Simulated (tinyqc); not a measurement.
Two mixing rules: virtual-crystal alloy in the empirical-pseudopotential method.

Empirical pseudopotential on the fcc lattice, atoms at +/- tau, tau = a (1,1,1)/8, no spin-orbit coupling. H(G,G') = c (2 pi/a)^2 |k + G|^2 delta + VS(q) cos(q.tau) + i VA(q) sin(q.tau), q = G - G', c = hbar^2/2m0; k and G in units of 2 pi/a; VS at |q|^2 = 3, 8, 11 and VA at 3, 4, 11, in rydberg, zero elsewhere. At each k the basis holds all G with |k + G|^2 up to 16; energies are counted from the fourth level at Gamma.

Virtual crystal A(1-x)B(x): a = (1 - x) a_A + x a_B. Rule linear: V = (1 - x) V_A + x V_B. Rule volume: V = [(1 - x) a_A^3 V_A + x a_B^3 V_B]/a^3, since a form factor is an atomic potential divided by the cell volume.

Constants: hbar^2/2m0 = 3.80998211 eV angstrom^2; Ry = 13.60569312 eV.

Parameters, chosen for this exercise (classic local form factors of the size used for GaAs (A) and GaP (B), which place X and L only to a few tenths of an eV; the results hold for these values, not for the real material):
```
symbol  value                   unit      meaning
a       (5.635, 5.449)          angstrom  lattice constants of A, B
VSA     (-0.231, 0.011, 0.061)  Ry        symmetric form factors of A
VAA     (0.07, 0.049, 0.01)     Ry        antisymmetric form factors of A
VSB     (-0.216, 0.03, 0.07)    Ry        symmetric form factors of B
VAB     (0.118, 0.071, 0.02)    Ry        antisymmetric form factors of B
```

Gaps from the valence top to the fifth band at Gamma, at L = (1/2,1/2,1/2) and at the lowest of k = (f,0,0), f = 0.70, 0.75, ..., 1.00. Both rules agree at the ends.

Gaps (eV):
```
x     Gamma, linear  Delta/X, linear  L, linear  Gamma, volume  Delta/X, volume  L, volume
0.25          1.829            1.825      1.908          1.806            1.817      1.890
0.50          2.120            1.891      2.125          2.092            1.880      2.102
0.75          2.379            1.957      2.331          2.359            1.949      2.314
```

What can be read from this table?

At x = 0.5 the volume rule moves Gamma by -28 meV, Delta/X by -11 meV and L by -23 meV, that is the bowing by -4 times these; the lattice constants differ by 3.3 %, and the rules would coincide for equal ones.

tinyqc: `OMP_NUM_THREADS=1 python tinyqc.py 1050695 1050696 out.jsonl`; about 0.4 s, one thread, shared Intel(R) Xeon(R) Processor @ 2.30GHz.
